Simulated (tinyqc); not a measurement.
MOS inversion layer, Poisson-Schroedinger loop: one step of the calculation.

Electrons confined at an insulator interface at z = 0, treated as a hard wall; parabolic valleys, Hartree approximation, no image or exchange terms. The depletion charge lies far deeper than the electrons and gives a uniform field q Nd/(eps0 eps_r); the gate balances all charge. Energies are counted from the band edge at the interface.

Task. Converged levels, occupations and centroid. Tridiagonal Hamiltonian with psi = 0 one step beyond both ends: H_ii = C (1/m_(i-1/2) + 1/m_(i+1/2))/hz^2 + V0_i + U_i, H_(i,i+1) = -C/(m_(i+1/2) hz^2), C = hbar^2/(2 m0). The lowest 2 level(s) are kept, normalised to hz sum |psi|^2 = 1. The mass is the same on all intervals.

Level k holds N_k = D_k Vt ln(1 + exp((EF - E_k)/Vt)) with D = 6 md1 m0 q/(pi hbar^2) per eV (spin included); EF is fixed by sum N_k = Ns.

Solve for the levels with V0 + U, find EF, n_i = sum_k N_k |psi_k|^2 (in cm^-3); share of each level N_k/Ns; centroid sum n z/sum n.

Inputs (values chosen for the exercise); masses and permittivity close to those of silicon (111):
- T = 200 K (temperature)
- mz1 = 0.254 m0 (mass along z of valley set A (6 valley(s)))
- md1 = 0.362 m0 (in-plane density-of-states mass of set A)
- Ns = 4.6e11 cm^-2 (sheet density of electrons)
- hz = 0.56 nm (mesh step)

Constants: q = 1.602176634e-19 C, kB = 1.380649e-23 J/K, hbar = 1.054571817e-34 J s, m0 = 9.1093837015e-31 kg, Vt = kB T/q, hbar^2/(2 m0) = 0.0380998212 eV nm^2. Results are converted to the units shown.

z, node 1 to 17 (nm): [0.56, 1.12, 1.68, 2.24, 2.8, 3.36, 3.92, 4.48, 5.04, 5.6, 6.16, 6.72, 7.28, 7.84, 8.4, 8.96, 9.52]
fixed potential V0, node 1 to 17 (eV): [0.03436501, 0.06873002, 0.10309503, 0.13746003, 0.17182504, 0.20619005, 0.24055506, 0.27492007, 0.30928508, 0.34365009, 0.37801510, 0.41238010, 0.44674511, 0.48111012, 0.51547513, 0.54984014, 0.58420515]
converged U, node 1 to 17 (eV): [0.004053309, 0.007820373, 0.010802840, 0.012781074, 0.013891544, 0.014427399, 0.014652991, 0.014736913, 0.014764800, 0.014773155, 0.014775429, 0.014775996, 0.014776126, 0.014776153, 0.014776159, 0.014776160, 0.014776160]

Give: levels; EF; shares; n; centroid.

Result.

levels (eV): A1 0.20312, A2 0.34675
EF = 0.14260 eV
shares (%): A1 99.976, A2 0.024
n, node 1 to 17 (in units of 1e18 cm^-3): [0.5801, 1.5900, 2.0351, 1.7586, 1.1645, 0.6288, 0.2871, 0.1136, 0.0396, 0.0123, 0.0035, 0.0009, 0.0002, 0.0000, 0.0000, 0.0000, 0.0000]
centroid = 2.0415 nm

Program tinyqc, `OMP_NUM_THREADS=1 python tinyqc.py 2160023 2160024 out.jsonl`; Intel Xeon 2.30GHz, shared host, one thread, about 0.4 s.
